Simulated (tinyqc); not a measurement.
Worked calculation: strain-driven roughening and islands of a mismatched epitaxial film. Computed by tinyqc, a small Python program that keeps every step. Command: `OMP_NUM_THREADS=1 python tinyqc.py 3009069 3009070 out.jsonl island walk`. One thread of a shared host (Intel(R) Xeon(R) Processor @ 2.30GHz), about 0.01 s of CPU time with the checks. Intermediate numbers are printed to about 5 digits and carried at full precision; extremes and crossings named in words are read from the listed rows.

Film and substrate share isotropic elastic constants; the film is coherent and biaxially strained.

Inputs (values chosen for the exercise, modelled on GaN on AlN): misfit |f| = 0.0229; shear modulus G = 122 GPa; Poisson ratio nu = 0.21; surface energy gamma = 1.75 J/m^2; contact angle of the shallow shape theta_1 = 10.8 degrees; contact angle of the steep shape theta_2 = 31.7 degrees; facet energy of shape 1 over gamma = 1.002; facet energy of shape 2 over gamma = 1.043; wetting energy gamma_s - gamma = 0.067 J/m^2; decay length of wetting delta = 0.22 nm; surface mobility D_s nu_s Omega^2/(k_B T) = 2.6e-32 m^6/(J s); initial ripple amplitude A0 = 0.18 nm; ripple wavelength over the critical one = 3.8; island volume V = 280000 nm^3.

Transport: surface diffusion.

Constants: e = 1.602176634e-19 C.

## Elastic energy of the flat film

M = 2 G (1 + nu)/(1 - nu); stress = M f; energy density w = M f^2.

biaxial modulus M = 373.72 GPa

stress = 8.5582 GPa

energy density w = 195.98 MJ/m^3

## Asaro-Tiller-Grinfeld instability

A ripple A cos(k x) has the surface chemical potential per volume [gamma k^2 - 2 (1 + nu) w k] A cos(k x), so k_c = 2 (1 + nu) w/gamma. With surface diffusion the amplitude grows at the rate q = B k^2 [2 (1 + nu) w k - gamma k^2], fastest at k_m = (3/4) k_c. B is the surface mobility.

k_c = 0.27102 1/nm

critical wavelength = 23.184 nm

fastest wavelength = 30.912 nm

growth time 1/q at k_m = 0.038626 s

A ripple of A0 needs about 0.083 s to reach a twentieth of its wavelength.

## A ripple of given wavelength

A ripple A cos(k x) has the surface chemical potential per volume [gamma k^2 - 2 (1 + nu) w k] A cos(k x), so k_c = 2 (1 + nu) w/gamma. With surface diffusion the amplitude grows at the rate q = B k^2 [2 (1 + nu) w k - gamma k^2], fastest at k_m = (3/4) k_c. B is the surface mobility. Stress at the trough = stress x (1 + 2 k A).

k = 0.071320 1/nm

rate q = 3.2963 1/s

q over the largest rate = 0.12732

stress concentration at A0 = 1.0257

The ripple grows.

## Wetting layer

The surface energy depends on thickness as gamma + (gamma_s - gamma) exp(-h/delta). Its curvature adds W2 = (gamma_s - gamma) exp(-h/delta)/delta^2 to the restoring terms; the flat film is stable while W2 > (1 + nu)^2 w^2/gamma, which gives h_c = delta ln[(gamma_s - gamma) gamma/(delta^2 (1 + nu)^2 w^2)], or 0 if negative.

wetting-layer thickness h_c = 0.82786 nm

Layer-by-layer growth up to h_c, then roughening: the Stranski-Krastanov mode.

## Island nucleation

Shallow faceted island (Tersoff form): E = 4 Gam V^(2/3) tan^(1/3)(theta) - 6 c V tan(theta), Gam = gamma [x/sin(theta) - 1/tan(theta)], x the facet energy over gamma, c = stress^2 (1 - nu)/(2 pi G). The barrier is the maximum of E, at V_c = [4 Gam/(9 c)]^3 / tan^2(theta) (1 GPa nm = 1 J/m^2).

c = 0.075484 GPa

Gam of shape 1 = 0.18410 J/m^2

critical volume, shape 1 = 35.002 nm^3

barrier, shape 1 = 9.4372 eV

Gam of shape 2 = 0.64005 J/m^2

critical volume, shape 2 = 140.32 nm^3

barrier, shape 2 = 122.49 eV

The shallow shape has the lower barrier. Each barrier is a third of the surface term at V_c and scales as Gam^3/c^2, that is as f^(-4).

## Which shape at the volume V

The two energies cross at V_x^(1/3) = 4 [Gam_2 t2^(1/3) - Gam_1 t1^(1/3)]/(6 c (t2 - t1)), t = tan(theta); mu = dE/dV.

E of shape 1 = -1.3966e+05 eV

E of shape 2 = -4.3060e+05 eV

crossing volume V_x = 749.90 nm^3

jump of mu at V_x, shape 2 less shape 1 = -64.441 MJ/m^3

At V the steep shape is lower. At V_x the chemical potential drops, so islands that have turned steep grow at the cost of the shallow ones. Caution: the shallow-slope form overstates the relaxation of facets steeper than about 25 degrees.

## Scaling with the misfit

A ripple A cos(k x) has the surface chemical potential per volume [gamma k^2 - 2 (1 + nu) w k] A cos(k x), so k_c = 2 (1 + nu) w/gamma. With surface diffusion the amplitude grows at the rate q = B k^2 [2 (1 + nu) w k - gamma k^2], fastest at k_m = (3/4) k_c. V_c = [4 Gam/(9 c)]^3/tan^2(theta), barrier = (4/3) Gam V_c^(2/3) tan^(1/3)(theta); the growth time is 1/q at k_m.

Misfit scaled at fixed constants:
```
|f| (%)  fastest wavelength (nm)  growth time (s)  V_c of shape 1 (nm^3)  barrier of shape 1 (eV)
0.5725                    494.59       2.5314e+03             1.4337e+05               2.4159e+03
0.8015                    252.34       1.7153e+02             1.9041e+04               6.2888e+02
1.1450                    123.65       9.8882e+00             2.2401e+03               1.5100e+02
1.6030                     63.09       6.7003e-01             2.9751e+02               3.9305e+01
2.2900                     30.91       3.8626e-02             3.5002e+01               9.4372e+00
3.2060                     15.77       2.6173e-03             4.6486e+00               2.4566e+00
```

Halving the misfit stretches the wavelength 4 times, the barrier 16 times, the volume 64 times and the time 256 times: f^(-2), f^(-4), f^(-6), f^(-8). Over these rows the time spans 6.0 decades: strongly mismatched films tend to roughen first, while dilute alloys have time to stay flat. Rows with wavelengths under 10 nm or volumes under 5 nm^3 are beyond the continuum picture.

Checks made by the program: k_m against a numerical maximum of the rate (relative difference 5e-10).
